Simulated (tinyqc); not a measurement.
Interdiffusion of a quantum well during annealing: blurred potential and shift of the confined levels: one step, computed by the program tinyqc. Command: `OMP_NUM_THREADS=1 python tinyqc.py 3029273 3029274 out.jsonl qwi walk`. One thread of a shared host (Intel(R) Xeon(R) Processor @ 2.30GHz), about 0.07 s of CPU time with the checks.

A square well of width w is blurred by Fick diffusion with a constant coefficient; band offsets are linear in composition, masses are uniform, and strain and excitons are ignored.

Problem. Diffusion length. D = D0 exp(-E/(k_B T)); L = sqrt(D t); share of well material at the centre erf(w/(4L)); 1 nm = 1e-7 cm. Temperatures in kelvin are T(C) + 273.15.

Inputs (values chosen for the exercise, modelled on InGaAs in InP):

| quantity | value | unit |
|---|---|---|
| well width w | 9 | nm |
| prefactor D0 | 36 | cm^2/s |
| activation energy E | 3.35 | eV |
| anneal temperature T | 680 | C |
| anneal time t | 1400 | s |

Constants: k_B = 8.617333262e-05 eV/K.

Give: diffusivity D; diffusion length L; ratio L/w; share at the centre.

Solution.

diffusivity D = 6.969e-17 cm^2/s

diffusion length L = 3.124 nm

ratio L/w = 0.3471

share at the centre = 0.6916
